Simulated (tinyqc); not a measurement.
Worked calculation: UHF in the sto-3g basis, for BeH, spin multiplicity 2. This run ends on a higher stationary point, not on the lowest solution. One step of it, computed by the program tinyqc.

Problem. Iteration 2: building the Fock matrix. J_ij = sum D_kl (ij|kl) with D = D(alpha) + D(beta), K_ij = sum D_kl (ik|jl) for each spin; F = H + J - K(s); E = tr D H + tr D J / 2 - 0.5 sum_s tr D(s) K(s) + E_nn.

D(alpha) after iteration 1, lower triangle:
```
            1Be 1s     1Be 2s   1Be 2px   1Be 2py   1Be 2pz     2H 1s
1Be 1s    1.071251
1Be 2s   -0.274974   1.061085
1Be 2px   0.000000   0.000000  0.000000
1Be 2py   0.000000   0.000000  0.000000  0.000000
1Be 2pz   0.017215  -0.061936  0.000000  0.000000  0.742487
2H 1s     0.005467  -0.023803  0.000000  0.000000  0.050838  0.256354
```

D(beta) after iteration 1, lower triangle:
```
            1Be 1s    1Be 2s   1Be 2px   1Be 2py   1Be 2pz     2H 1s
1Be 1s    1.040693
1Be 2s   -0.162875  0.647455
1Be 2px   0.000000  0.000000  0.000000
1Be 2py   0.000000  0.000000  0.000000  0.000000
1Be 2pz  -0.070800  0.292670  0.000000  0.000000  0.132397
2H 1s    -0.016306  0.050694  0.000000  0.000000  0.023564  0.245003
```

core Hamiltonian H = T + V (hartree), lower triangle:
```
            1Be 1s     1Be 2s    1Be 2px    1Be 2py    1Be 2pz      2H 1s
1Be 1s   -8.072943
1Be 2s   -1.985673  -2.307760
1Be 2px   0.000000   0.000000  -1.830080
1Be 2py   0.000000   0.000000   0.000000  -1.830080
1Be 2pz  -0.004890  -0.052684   0.000000   0.000000  -1.858852
2H 1s    -0.028676  -0.212134   0.000000   0.000000  -0.293955  -1.289873
```

Two-electron integrals (ij|kl) in chemists' order, unique and non-zero (hartree):
```
(11|11) 2.298831   (21|11) 0.392036   (21|21) 0.079539   (22|11) 0.570988
(22|21) 0.143041   (22|22) 0.417683   (31|31) 0.014607   (32|31) 0.021888
(32|32) 0.092265   (33|11) 0.569578   (33|21) 0.143083   (33|22) 0.417589
(33|33) 0.449859   (41|41) 0.014607   (42|41) 0.021888   (42|42) 0.092265
(43|43) 0.024249   (44|11) 0.569578   (44|21) 0.143083   (44|22) 0.417589
(44|33) 0.401360   (44|44) 0.449859   (51|51) 0.014607   (52|51) 0.021888
(52|52) 0.092265   (53|53) 0.024249   (54|54) 0.024249   (55|11) 0.569578
(55|21) 0.143083   (55|22) 0.417589   (55|33) 0.401360   (55|44) 0.401360
(55|55) 0.449859   (61|11) 0.005260   (61|21) 0.001080   (61|22) 0.002000
(61|33) 0.001982   (61|44) 0.001982   (61|51) 0.000126   (61|52) 0.000241
(61|55) 0.002037   (61|61) 0.000016   (62|11) 0.035021   (62|21) 0.009020
(62|22) 0.031914   (62|33) 0.030543   (62|44) 0.030543   (62|51) 0.001090
(62|52) 0.008640   (62|55) 0.034616   (62|61) 0.000142   (62|62) 0.005674
(63|31) 0.000459   (63|32) 0.002768   (63|53) 0.001178   (63|63) 0.000290
(64|41) 0.000459   (64|42) 0.002768   (64|54) 0.001178   (64|64) 0.000290
(65|11) 0.048305   (65|21) 0.012495   (65|22) 0.045231   (65|33) 0.042936
(65|44) 0.042936   (65|51) 0.001663   (65|52) 0.013219   (65|55) 0.049764
(65|61) 0.000199   (65|62) 0.008685   (65|65) 0.013373   (66|11) 0.205821
(66|21) 0.053413   (66|22) 0.205049   (66|33) 0.195861   (66|44) 0.195861
(66|51) 0.004887   (66|52) 0.051766   (66|55) 0.223163   (66|61) 0.000822
(66|62) 0.053860   (66|65) 0.085620   (66|66) 0.774606
```

nuclear repulsion = 0.82330177 hartree

Give: Coulomb J; exchange K(alpha); exchange K(beta); F(alpha); F(beta); total energy of this density.

Solution.

Coulomb J (hartree), lower triangle:
```
         1Be 1s  1Be 2s  1Be 2px  1Be 2py  1Be 2pz   2H 1s
1Be 1s   6.0977
1Be 2s   1.1570  2.2708
1Be 2px  0.0000  0.0000   2.2484
1Be 2py  0.0000  0.0000   0.0000   2.2484
1Be 2pz  0.0113  0.0686   0.0000   0.0000   2.3058
2H 1s    0.0159  0.1833   0.0000   0.0000   0.2632  1.3608
```

exchange K(alpha) (hartree), lower triangle:
```
         1Be 1s   1Be 2s  1Be 2px  1Be 2py  1Be 2pz   2H 1s
1Be 1s   2.3423
1Be 2s   0.4092   0.5192
1Be 2px  0.0000   0.0000   0.1196
1Be 2py  0.0000   0.0000   0.0000   0.1196
1Be 2pz  0.0000  -0.0253   0.0000   0.0000   0.4434
2H 1s    0.0068   0.0508   0.0000   0.0000   0.0755  0.2195
```

exchange K(beta) (hartree), lower triangle:
```
         1Be 1s  1Be 2s  1Be 2px  1Be 2py  1Be 2pz   2H 1s
1Be 1s   2.3181
1Be 2s   0.3976  0.3236
1Be 2px  0.0000  0.0000   0.0714
1Be 2py  0.0000  0.0000   0.0000   0.0714
1Be 2pz  0.0069  0.1433   0.0000   0.0000   0.1343
2H 1s    0.0059  0.0610   0.0000   0.0000   0.0554  0.2097
```

F(alpha) (hartree), lower triangle:
```
          1Be 1s   1Be 2s  1Be 2px  1Be 2py  1Be 2pz    2H 1s
1Be 1s   -4.3175
1Be 2s   -1.2379  -0.5561
1Be 2px   0.0000   0.0000   0.2988
1Be 2py   0.0000   0.0000   0.0000   0.2988
1Be 2pz   0.0064   0.0412   0.0000   0.0000   0.0035
2H 1s    -0.0196  -0.0796   0.0000   0.0000  -0.1063  -0.1486
```

F(beta) (hartree), lower triangle:
```
          1Be 1s   1Be 2s  1Be 2px  1Be 2py  1Be 2pz    2H 1s
1Be 1s   -4.2933
1Be 2s   -1.2263  -0.3605
1Be 2px   0.0000   0.0000   0.3469
1Be 2py   0.0000   0.0000   0.0000   0.3469
1Be 2pz  -0.0005  -0.1274   0.0000   0.0000   0.3126
2H 1s    -0.0186  -0.0898   0.0000   0.0000  -0.0861  -0.1388
```

total energy of this density = -14.460997 hartree

This density is a damped mixture and is not idempotent.
